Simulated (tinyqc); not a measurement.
Random telegraph noise from one oxide trap in a small MOSFET: one step of the calculation.

An acceptor-like trap exchanges electrons with the channel. Inversion charge Q = Cox u, u = n Vt W0(exp((Vg - VT)/(n Vt))), W0 the Lambert function, n = nf, Cox = eps0 eox/tox; linear regime Id = (W/L) mu Q Vd. Relative to threshold the surface potential rises by Vt ln(u/u0) and the oxide voltage by the rest of Vg - VT, with u0 = n Vt W0(1).

Task. Step height. A = W L; threshold step dV = q (1 - xt/tox)/(Cox A); gm/Id = 1/(u + n Vt); relative step dI/I = (gm/Id) dV + asc mu/A. Id as defined.

Inputs (values chosen for the exercise); values of the order met in silicon transistors: temperature T = 250 K; relative permittivity of the gate insulator (close to silicon nitride) eox = 7.4; insulator thickness tox = 6.1 nm; depth of the trap from the channel interface xt = 1.1 nm; body factor nf = 1.25; gate width W = 30 nm; gate length L = 75 nm; mobility mu = 270 cm^2/(V s); scattering coefficient of the charged trap asc = 0 V s; drain voltage Vd = 0.05 V.

Constants: q = 1.602176634e-19 C, kB = 1.380649e-23 J/K, Vt = kB T/q, eps0 = 8.8541878128e-14 F/cm where lengths are in cm. Results are converted to the units shown.

u = 0.19648202 V
N = 1.3172343e12 cm^-2

Give: electrons in the channel N A; dV; gm/Id; number part of dI/I; dI/I; Id; dI.

Result.

electrons in the channel N A = 29.64
dV = 5.434 mV
gm/Id = 4.476 1/V
number part of dI/I = 2.432 %
dI/I = 2.432 %
Id = 1.140 uA
dI = 27.72 nA

Range of the model: VT is taken as given; short-channel effects and the uneven flow of current among few electrons are left out.

Computed by the program tinyqc: `OMP_NUM_THREADS=1 python tinyqc.py 2710111 2710112 out.jsonl`, one thread of a shared Intel Xeon 2.30GHz, about 0.01 s for the whole run.
